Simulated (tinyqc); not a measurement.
Inside a calculation. Method: G0W0 on RHF in the 6-311g basis, for H2, spin multiplicity 1. Computed by tinyqc, a small Python program that keeps every step (integrals from PySCF). Settings: charge = 0, multiplicity = 1, basis = 6-311g, method = RHF, energy threshold = 1e-10, iteration cap = 51, orthogonalisation = canonical, start = Wolfsberg-Helmholz matrix, DIIS depth = 6. Command: `OMP_NUM_THREADS=1 python tinyqc.py 28309 28310 out.jsonl` (the two numbers bound the seeds that draw the settings). One thread of a shared host (Intel(R) Xeon(R) Processor @ 2.60GHz), about 0.04 s of CPU time with the checks. The early iterations of the SCF are left out here.

## One-electron integrals

Geometry (angstrom):
```
atom         x         y         z
H     0.000000  0.000000  0.000000
H     0.000000  0.000000  0.894000
```

Basis 6-311g: exponents (1/bohr^2) and contraction coefficients of normalised primitives:
```
element  l (shell)   exponent  coefficient
H            s (1)  33.865000     0.025494
H            s (1)   5.094790     0.190373
H            s (1)   1.158790     0.852161
H            s (2)   0.325840     1.000000
H            s (3)   0.102741     1.000000
```

Overlap, kinetic and nuclear-attraction integrals over the contracted functions; the nuclear repulsion is the sum of Za Zb / Rab.

nuclear repulsion = 0.59192082 hartree

overlap S, order 1H 1s, 1H 2s, 1H 3s, 2H 1s, 2H 2s, 2H 3s:
$$\begin{pmatrix}
1.000000 & 0.706377 & 0.373664 & 0.154377 & 0.337469 & 0.285033 \\
0.706377 & 1.000000 & 0.788963 & 0.337469 & 0.628139 & 0.631299 \\
0.373664 & 0.788963 & 1.000000 & 0.285033 & 0.631299 & 0.863624 \\
0.154377 & 0.337469 & 0.285033 & 1.000000 & 0.706377 & 0.373664 \\
0.337469 & 0.628139 & 0.631299 & 0.706377 & 1.000000 & 0.788963 \\
0.285033 & 0.631299 & 0.863624 & 0.373664 & 0.788963 & 1.000000
\end{pmatrix}$$

kinetic energy T (hartree), order 1H 1s, 1H 2s, 1H 3s, 2H 1s, 2H 2s, 2H 3s:
$$\begin{pmatrix}
2.304348 & 0.549119 & 0.106346 & -0.060805 & 0.132594 & 0.066469 \\
0.549119 & 0.488760 & 0.184881 & 0.132594 & 0.211838 & 0.125948 \\
0.106346 & 0.184881 & 0.154112 & 0.066469 & 0.125948 & 0.120085 \\
-0.060805 & 0.132594 & 0.066469 & 2.304348 & 0.549119 & 0.106346 \\
0.132594 & 0.211838 & 0.125948 & 0.549119 & 0.488760 & 0.184881 \\
0.066469 & 0.125948 & 0.120085 & 0.106346 & 0.184881 & 0.154112
\end{pmatrix}$$

nuclear attraction V (hartree), order 1H 1s, 1H 2s, 1H 3s, 2H 1s, 2H 2s, 2H 3s:
$$\begin{pmatrix}
-2.702899 & -1.477477 & -0.734687 & -0.355064 & -0.719498 & -0.570020 \\
-1.477477 & -1.470999 & -0.994807 & -0.719498 & -0.989210 & -0.831950 \\
-0.734687 & -0.994807 & -0.938390 & -0.570020 & -0.831950 & -0.842137 \\
-0.355064 & -0.719498 & -0.570020 & -2.702899 & -1.477477 & -0.734687 \\
-0.719498 & -0.989210 & -0.831950 & -1.477477 & -1.470999 & -0.994807 \\
-0.570020 & -0.831950 & -0.842137 & -0.734687 & -0.994807 & -0.938390
\end{pmatrix}$$

core Hamiltonian H = T + V (hartree), order 1H 1s, 1H 2s, 1H 3s, 2H 1s, 2H 2s, 2H 3s:
$$\begin{pmatrix}
-0.398551 & -0.928358 & -0.628341 & -0.415868 & -0.586904 & -0.503551 \\
-0.928358 & -0.982239 & -0.809925 & -0.586904 & -0.777372 & -0.706002 \\
-0.628341 & -0.809925 & -0.784279 & -0.503551 & -0.706002 & -0.722052 \\
-0.415868 & -0.586904 & -0.503551 & -0.398551 & -0.928358 & -0.628341 \\
-0.586904 & -0.777372 & -0.706002 & -0.928358 & -0.982239 & -0.809925 \\
-0.503551 & -0.706002 & -0.722052 & -0.628341 & -0.809925 & -0.784279
\end{pmatrix}$$

## Two-electron integrals

Functions are numbered as in S; the eight-fold symmetry (ij|kl) = (ji|kl) = (kl|ij) leaves the list below.

Two-electron integrals (ij|kl) in chemists' order, unique and non-zero (hartree):
```
(11|11) 1.393035   (21|11) 0.822971   (21|21) 0.509703   (22|11) 0.822904
(22|21) 0.543028   (22|22) 0.644106   (31|11) 0.411256   (31|21) 0.257757
(31|22) 0.279868   (31|31) 0.130794   (32|11) 0.543681   (32|21) 0.365771
(32|22) 0.452669   (32|31) 0.189803   (32|32) 0.325140   (33|11) 0.494021
(33|21) 0.340115   (33|22) 0.445993   (33|31) 0.178035   (33|32) 0.331779
(33|33) 0.361682   (41|11) 0.152914   (41|21) 0.098473   (41|22) 0.111056
(41|31) 0.050332   (41|32) 0.076212   (41|33) 0.072480   (41|41) 0.029207
(42|11) 0.236843   (42|21) 0.161147   (42|22) 0.201644   (42|31) 0.083859
(42|32) 0.144647   (42|33) 0.146229   (42|41) 0.053090   (42|42) 0.114983
(43|11) 0.175842   (43|21) 0.121119   (43|22) 0.156319   (43|31) 0.063331
(43|32) 0.114049   (43|33) 0.118442   (43|41) 0.040248   (43|42) 0.092321
(43|43) 0.075997   (44|11) 0.588364   (44|21) 0.410836   (44|22) 0.543362
(44|31) 0.215820   (44|32) 0.399379   (44|33) 0.416953   (44|41) 0.152914
(44|42) 0.375615   (44|43) 0.311922   (44|44) 1.393035   (51|11) 0.375615
(51|21) 0.234932   (51|22) 0.254173   (51|31) 0.119137   (51|32) 0.172137
(51|33) 0.161166   (51|41) 0.053090   (51|42) 0.089844   (51|43) 0.067673
(51|44) 0.236843   (51|51) 0.114983   (52|11) 0.458152   (52|21) 0.306784
(52|22) 0.375304   (52|31) 0.158913   (52|32) 0.267781   (52|33) 0.270075
(52|41) 0.078190   (52|42) 0.156393   (52|43) 0.124505   (52|44) 0.458152
(52|51) 0.156393   (52|52) 0.254138   (53|11) 0.360037   (53|21) 0.246184
(53|22) 0.316683   (53|31) 0.128515   (53|32) 0.232502   (53|33) 0.246522
(53|41) 0.064729   (53|42) 0.139506   (53|43) 0.114854   (53|44) 0.426307
(53|51) 0.126865   (53|52) 0.223783   (53|53) 0.208174   (54|11) 0.410836
(54|21) 0.285232   (54|22) 0.374542   (54|31) 0.149572   (54|32) 0.275478
(54|33) 0.289332   (54|41) 0.098473   (54|42) 0.234932   (54|43) 0.195723
(54|44) 0.822971   (54|51) 0.161147   (54|52) 0.306784   (54|53) 0.287341
(54|54) 0.509703   (55|11) 0.543362   (55|21) 0.374542   (55|22) 0.489739
(55|31) 0.196065   (55|32) 0.362196   (55|33) 0.387708   (55|41) 0.111056
(55|42) 0.254173   (55|43) 0.212909   (55|44) 0.822904   (55|51) 0.201644
(55|52) 0.375304   (55|53) 0.357154   (55|54) 0.543028   (55|55) 0.644106
(61|11) 0.311922   (61|21) 0.195723   (61|22) 0.212909   (61|31) 0.099349
(61|32) 0.144493   (61|33) 0.135656   (61|41) 0.040248   (61|42) 0.067673
(61|43) 0.051118   (61|44) 0.175842   (61|51) 0.092321   (61|52) 0.124505
(61|53) 0.100966   (61|54) 0.121119   (61|55) 0.156319   (61|61) 0.075997
(62|11) 0.426307   (62|21) 0.287341   (62|22) 0.357154   (62|31) 0.149206
(62|32) 0.257149   (62|33) 0.263475   (62|41) 0.064729   (62|42) 0.126865
(62|43) 0.100966   (62|44) 0.360037   (62|51) 0.139506   (62|52) 0.223783
(62|53) 0.197224   (62|54) 0.246184   (62|55) 0.316683   (62|61) 0.114854
(62|62) 0.208174   (63|11) 0.407962   (63|21) 0.281485   (63|22) 0.371324
(63|31) 0.147473   (63|32) 0.277342   (63|33) 0.304889   (63|41) 0.065408
(63|42) 0.138119   (63|43) 0.113789   (63|44) 0.407962   (63|51) 0.138119
(63|52) 0.241940   (63|53) 0.227237   (63|54) 0.281485   (63|55) 0.371324
(63|61) 0.113789   (63|62) 0.227237   (63|63) 0.269759   (64|11) 0.215820
(64|21) 0.149572   (64|22) 0.196065   (64|31) 0.078396   (64|32) 0.144284
(64|33) 0.151926   (64|41) 0.050332   (64|42) 0.119137   (64|43) 0.099349
(64|44) 0.411256   (64|51) 0.083859   (64|52) 0.158913   (64|53) 0.149206
(64|54) 0.257757   (64|55) 0.279868   (64|61) 0.063331   (64|62) 0.128515
(64|63) 0.147473   (64|64) 0.130794   (65|11) 0.399379   (65|21) 0.275478
(65|22) 0.362196   (65|31) 0.144284   (65|32) 0.269436   (65|33) 0.292696
(65|41) 0.076212   (65|42) 0.172137   (65|43) 0.144493   (65|44) 0.543681
(65|51) 0.144647   (65|52) 0.267781   (65|53) 0.257149   (65|54) 0.365771
(65|55) 0.452669   (65|61) 0.114049   (65|62) 0.232502   (65|63) 0.277342
(65|64) 0.189803   (65|65) 0.325140   (66|11) 0.416953   (66|21) 0.289332
(66|22) 0.387708   (66|31) 0.151926   (66|32) 0.292696   (66|33) 0.329234
(66|41) 0.072480   (66|42) 0.161166   (66|43) 0.135656   (66|44) 0.494021
(66|51) 0.146229   (66|52) 0.270075   (66|53) 0.263475   (66|54) 0.340115
(66|55) 0.445993   (66|61) 0.118442   (66|62) 0.246522   (66|63) 0.304889
(66|64) 0.178035   (66|65) 0.331779   (66|66) 0.361682
```

## Orthogonalisation

S = U s U^T; canonical form X = U s^(-1/2), so that X^T S X = 1. Each column of U has its largest component positive (the first on a tie).

eigenvalues of S: [0.041589, 0.133525, 0.239715, 0.783534, 1.072557, 3.729081]

X, order 1H 1s, 1H 2s, 1H 3s, 2H 1s, 2H 2s, 2H 3s:
$$\begin{pmatrix}
0.616037 & -0.954548 & -0.697740 & 0.606839 & 0.585365 & 0.155179 \\
-2.005838 & 1.461038 & 0.943812 & 0.105411 & 0.333288 & 0.235188 \\
2.760373 & -0.835963 & 0.841541 & -0.508693 & 0.111548 & 0.233854 \\
-0.616037 & -0.954548 & 0.697740 & 0.606839 & -0.585365 & 0.155179 \\
2.005838 & 1.461038 & -0.943812 & 0.105411 & -0.333288 & 0.235188 \\
-2.760373 & -0.835963 & -0.841541 & -0.508693 & -0.111548 & 0.233854
\end{pmatrix}$$

## Iteration 6 (converged): orbitals

converged F (hartree), order 1H 1s, 1H 2s, 1H 3s, 2H 1s, 2H 2s, 2H 3s:
$$\begin{pmatrix}
0.649461 & -0.386451 & -0.437301 & -0.422902 & -0.445827 & -0.399813 \\
-0.386451 & -0.318707 & -0.369092 & -0.445827 & -0.451118 & -0.389829 \\
-0.437301 & -0.369092 & -0.260186 & -0.399813 & -0.389829 & -0.282391 \\
-0.422902 & -0.445827 & -0.399813 & 0.649461 & -0.386451 & -0.437301 \\
-0.445827 & -0.451118 & -0.389829 & -0.386451 & -0.318707 & -0.369092 \\
-0.399813 & -0.389829 & -0.282391 & -0.437301 & -0.369092 & -0.260186
\end{pmatrix}$$

Diagonalise F' = X^T F X, C = X C', fill 1 alpha and 1 beta electrons from the bottom; D = 2 C_occ C_occ^T. Each column has its largest component positive (the first on a tie).

F' = X^T F X (hartree):
$$\begin{pmatrix}
1.210056 & 0.000000 & -0.941232 & 0.000000 & 0.397564 & 0.000000 \\
0.000000 & 2.046571 & 0.000000 & -0.971176 & 0.000000 & -0.016995 \\
-0.941232 & 0.000000 & 1.309018 & 0.000000 & -0.765612 & 0.000000 \\
0.000000 & -0.971176 & 0.000000 & 0.852426 & 0.000000 & -0.092462 \\
0.397564 & 0.000000 & -0.765612 & 0.000000 & 0.804492 & 0.000000 \\
0.000000 & -0.016995 & 0.000000 & -0.092462 & 0.000000 & -0.543570
\end{pmatrix}$$

orbital energies (hartree): MO1 -0.553045, MO2 0.143206, MO3 0.318646, MO4 0.588335, MO5 2.589826, MO6 2.592026

coefficients C, order 1H 1s, 1H 2s, 1H 3s, 2H 1s, 2H 2s, 2H 3s:
$$\begin{pmatrix}
0.171733 & 0.094549 & -0.046061 & -0.095869 & -1.127778 & -1.091268 \\
0.304824 & 0.033972 & -0.778266 & -1.473138 & 1.225741 & 1.689367 \\
0.149781 & 1.796783 & 0.872113 & 1.976430 & -0.478826 & -1.097994 \\
0.171733 & -0.094549 & -0.046061 & 0.095869 & -1.127778 & 1.091268 \\
0.304824 & -0.033972 & -0.778266 & 1.473138 & 1.225741 & -1.689367 \\
0.149781 & -1.796783 & 0.872113 & -1.976430 & -0.478826 & 1.097994
\end{pmatrix}$$

D after iteration 6, order 1H 1s, 1H 2s, 1H 3s, 2H 1s, 2H 2s, 2H 3s:
$$\begin{pmatrix}
0.058984 & 0.104696 & 0.051445 & 0.058984 & 0.104696 & 0.051445 \\
0.104696 & 0.185835 & 0.091314 & 0.104696 & 0.185835 & 0.091314 \\
0.051445 & 0.091314 & 0.044869 & 0.051445 & 0.091314 & 0.044869 \\
0.058984 & 0.104696 & 0.051445 & 0.058984 & 0.104696 & 0.051445 \\
0.104696 & 0.185835 & 0.091314 & 0.104696 & 0.185835 & 0.091314 \\
0.051445 & 0.091314 & 0.044869 & 0.051445 & 0.091314 & 0.044869
\end{pmatrix}$$

## Convergence

Stop when the energy changes by less than 1e-10 hartree and every element of the error matrix X^T (F D S - S D F) X is below 3e-06.

Course of the cycle:
```
iteration  E (hartree)     change  largest element of the error matrix
1          -0.75569136          -                             9.14e-01
2          -1.10781252  -3.52e-01                             1.25e-01
3          -1.11431977  -6.51e-03                             4.46e-03
4          -1.11434137  -2.16e-05                             6.04e-04
5          -1.11434181  -4.39e-07                             1.20e-06
6          -1.11434181  -7.76e-13                             5.11e-07
```

PySCF RHF in the same basis = -1.11434181 hartree

Converged in 6 iterations.

## Integrals over molecular orbitals

(pq|rs) = sum C_ip C_jq C_kr C_ls (ij|kl), one index at a time.

one-electron integrals over orbitals h = C^T H C (hartree):
$$\begin{pmatrix}
-1.153218 & 0.000000 & 0.125824 & 0.000000 & 0.074961 & 0.000000 \\
0.000000 & -0.516515 & 0.000000 & 0.208115 & 0.000000 & 0.026810 \\
0.125824 & 0.000000 & -0.346158 & 0.000000 & -0.152431 & 0.000000 \\
0.000000 & 0.208115 & 0.000000 & -0.263014 & 0.000000 & -0.211983 \\
0.074961 & 0.000000 & -0.152431 & 0.000000 & 1.442694 & 0.000000 \\
0.000000 & 0.026810 & 0.000000 & -0.211983 & 0.000000 & 1.412771
\end{pmatrix}$$

Two-electron integrals over orbitals (pq|rs), unique and non-zero (hartree):
```
(11|11) 0.600173    (21|21) 0.061006    (22|11) 0.360364    (22|22) 0.307801
(31|11) -0.125824   (31|22) -0.032706   (31|31) 0.054559    (32|21) 0.018570
(32|32) 0.033664    (33|11) 0.359682    (33|22) 0.277718    (33|31) -0.038043
(33|33) 0.281669    (41|21) -0.070661   (41|32) 0.001151    (41|41) 0.101404
(42|11) -0.139388   (42|22) -0.053265   (42|31) 0.044781    (42|33) -0.049344
(42|42) 0.060741    (43|21) 0.041505    (43|32) 0.016582    (43|41) -0.047266
(43|43) 0.035021    (44|11) 0.476376    (44|22) 0.332147    (44|31) -0.081927
(44|33) 0.310291    (44|42) -0.103439   (44|44) 0.414260    (51|11) -0.074961
(51|22) -0.014731   (51|31) 0.043652    (51|33) -0.020921   (51|42) 0.029400
(51|44) -0.056346   (51|51) 0.076887    (52|21) -0.005995   (52|32) 0.004904
(52|41) 0.015103    (52|43) -0.011016   (52|52) 0.015235    (53|11) 0.098041
(53|22) 0.035016    (53|31) -0.037205   (53|33) 0.034157    (53|42) -0.036435
(53|44) 0.069912    (53|51) -0.040941   (53|53) 0.034183    (54|21) 0.018178
(54|32) -0.018578   (54|41) -0.042796   (54|43) 0.017061    (54|52) -0.024151
(54|54) 0.050766    (55|11) 0.612009    (55|22) 0.358516    (55|31) -0.136208
(55|33) 0.360892    (55|42) -0.146804   (55|44) 0.489375    (55|51) -0.120968
(55|53) 0.120340    (55|55) 0.684580    (61|21) -0.028918   (61|32) 0.017607
(61|41) 0.059557    (61|43) -0.029583   (61|52) 0.031824    (61|54) -0.061798
(61|61) 0.083111    (62|11) -0.027864   (62|22) 0.008603    (62|31) 0.023121
(62|33) -0.003513   (62|42) 0.008127    (62|44) -0.015387   (62|51) 0.036914
(62|53) -0.017136   (62|55) -0.051646   (62|62) 0.025481    (63|21) 0.032254
(63|32) -0.004585   (63|41) -0.049988   (63|43) 0.022888    (63|52) -0.013446
(63|54) 0.033374    (63|61) -0.044840   (63|63) 0.032258    (64|11) 0.135770
(64|22) 0.032882    (64|31) -0.059752   (64|33) 0.045225    (64|42) -0.049396
(64|44) 0.091778    (64|51) -0.072535   (64|53) 0.050068    (64|55) 0.177480
(64|62) -0.038554   (64|64) 0.087634    (65|21) 0.099921    (65|32) 0.000219
(65|41) -0.144033   (65|43) 0.075927    (65|52) -0.043159   (65|54) 0.094473
(65|61) -0.128186   (65|63) 0.089857    (65|65) 0.274395    (66|11) 0.631183
(66|22) 0.372536    (66|31) -0.147447   (66|33) 0.365743    (66|42) -0.156471
(66|44) 0.511237    (66|51) -0.147065   (66|53) 0.133875    (66|55) 0.715522
(66|62) -0.058194   (66|64) 0.195610    (66|66) 0.763707
```

## Screening: direct RPA

With D = e_a - e_i and K = (ia|jb): diagonalise D^(1/2) (D + 4K) D^(1/2) = Z w^2 Z^T; X + Y = D^(1/2) Z w^(-1/2), each column of Z with its largest component positive (the first on a tie); E_c = (sum w - tr (D + 2K)) / 2.

D^(1/2) (D + 4K) D^(1/2) (hartree^2), order 1>2, 1>3, 1>4, 1>5, 1>6:
$$\begin{pmatrix}
0.654668 & 0.000000 & -0.251965 & 0.000000 & -0.171172 \\
0.000000 & 0.950079 & 0.000000 & 0.289007 & 0.000000 \\
-0.251965 & 0.000000 & 1.765708 & 0.000000 & 0.451360 \\
0.000000 & 0.289007 & 0.000000 & 10.844219 & 0.000000 \\
-0.171172 & 0.000000 & 0.451360 & 0.000000 & 10.937031
\end{pmatrix}$$

excitation energies w (hartree): [0.774395, 0.970384, 1.339876, 3.294337, 3.310960]

X + Y, order 1>2, 1>3, 1>4, 1>5, 1>6:
$$\begin{pmatrix}
0.927323 & 0.000000 & -0.149901 & 0.000000 & -0.008159 \\
0.000000 & 0.947381 & 0.000000 & 0.015006 & 0.000000 \\
0.253234 & 0.000000 & 0.901502 & 0.000000 & 0.029062 \\
0.000000 & -0.052501 & 0.000000 & 0.976325 & 0.000000 \\
0.014281 & 0.000000 & -0.079851 & 0.000000 & 0.973277
\end{pmatrix}$$

RPA correlation energy = -0.03062317 hartree

## G0W0 on Hartree-Fock: HOMO

W(p,q,m) = sqrt2 sum_ia (pq|ia) (X+Y)_ia,m; Sigma_c(x) = sum_(i,m) W^2/(x - e_i + w_m) + sum_(a,m) W^2/(x - e_a - w_m); solve x = e_p + Sigma_c(x) by Newton steps; Z = 1/(1 - dSigma/dx); 1 hartree = 27.211386 eV.

The 12 largest terms at x = e_p (hartree; W for the signs of X + Y given):
```
q  m          W       term
1  2  -0.163013   0.027384
4  3   0.137535  -0.007624
2  3  -0.099754  -0.004887
1  4  -0.106172   0.003422
3  2   0.069857  -0.002649
6  5   0.117178  -0.002127
2  1   0.054116  -0.001991
5  4   0.107086  -0.001781
4  5   0.086958  -0.001698
4  1  -0.055149  -0.001588
6  3   0.072675  -0.001178
3  4   0.061430  -0.000906
```

Newton steps (hartree):
```
step          x  Sigma_c(x)         Z
0     -0.553045    0.003173  0.961431
1     -0.549995    0.003051  0.961568
2     -0.549994    0.003051  0.961568
```

quasiparticle energy of the HOMO = -14.966109 eV

Hartree-Fock value = -15.049123 eV

## G0W0 on Hartree-Fock: LUMO

As before.

The 12 largest terms at x = e_p (hartree; W for the signs of X + Y given):
```
q  m          W       term
1  3  -0.099754   0.004887
4  2   0.057815  -0.002361
1  1   0.054116   0.001991
2  2  -0.042726  -0.001881
3  1   0.025121  -0.000664
1  5  -0.043412   0.000470
4  4   0.041544  -0.000462
6  4   0.051459  -0.000461
5  5   0.044494  -0.000344
6  2   0.028237  -0.000233
3  5   0.024068  -0.000166
2  4  -0.021034  -0.000134
```

Newton steps (hartree):
```
step         x  Sigma_c(x)         Z
0     0.143206    0.000552  0.991447
1     0.143753    0.000547  0.991445
2     0.143753    0.000547  0.991445
```

quasiparticle energy of the LUMO = 3.911721 eV

Hartree-Fock value = 3.896832 eV
